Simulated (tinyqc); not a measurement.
Thermodynamics of metal silicides: hull, first phase, silicon consumed, nucleation and stability against SiO2: one step, computed by the program tinyqc.

Entropies of formation of the solids are neglected, so heats stand for free energies. Si fractions: M5Si3 0.3750, MSi 0.5000, MSi2 0.6667.

Question. Which phases are stable. A phase is stable if it lies below every straight line between a phase on its left and one on its right (M and Si at zero). Distance = its heat less the lowest such line, negative for a stable phase.

Inputs (values chosen for the exercise, of the order of those of titanium silicides for heats and volumes only): heat of formation of M5Si3 = -72 kJ/mol atoms; heat of formation of MSi = -67.3 kJ/mol atoms; heat of formation of MSi2 = -49.2 kJ/mol atoms.

Phases: M5Si3, MSi, MSi2.

Give: distance to the lowest tie line.

Answer.

distance to the lowest tie line (kJ/mol atoms): M5Si3 -21.52, MSi -5.07, MSi2 -4.33

All three are stable.
